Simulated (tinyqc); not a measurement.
Surface segregation during layer-by-layer epitaxy: two-layer exchange kinetics and the shape of quantum wells and delta layers: one step, computed by the program tinyqc. Command: `OMP_NUM_THREADS=1 python tinyqc.py 3020019 3020020 out.jsonl mbeseg walk`. One thread of a shared host (Intel(R) Xeon(R) Processor @ 2.30GHz), about 0.01 s of CPU time with the checks.

Atoms A and B exchange only between the growing layer and the one below it. B is supplied for N layers, then pure A follows.

Question. Exchange rates. p1 = nu exp(-E1/(k_B T)) (B up, A down), p2 = nu exp(-(E1 + E_s)/(k_B T)) (B down); time per layer tau = 1/G; K = p1/p2. Temperatures in kelvin are T(C) + 273.15. Dilute equilibrium share passed up per layer R_eq = K/(1 + K).

Inputs (values chosen for the exercise, close to those used for indium in GaAs):
```
quantity,value,unit
barrier E1 for B to move up,1.87,eV
segregation energy E_s,0.22,eV
attempt frequency nu,10,THz
growth rate G,0.81,layers/s
temperature T,390,C
```

Constants: k_B = 8.617333262e-05 eV/K.

Give: p1; p2; p1 tau; K; R_eq.

Answer.

p1 = 0.06144 1/s

p2 = 0.001308 1/s

p1 tau = 0.07585

K = 46.98

R_eq = 0.9792

Exchange is slow against growth: segregation is kinetically frozen.
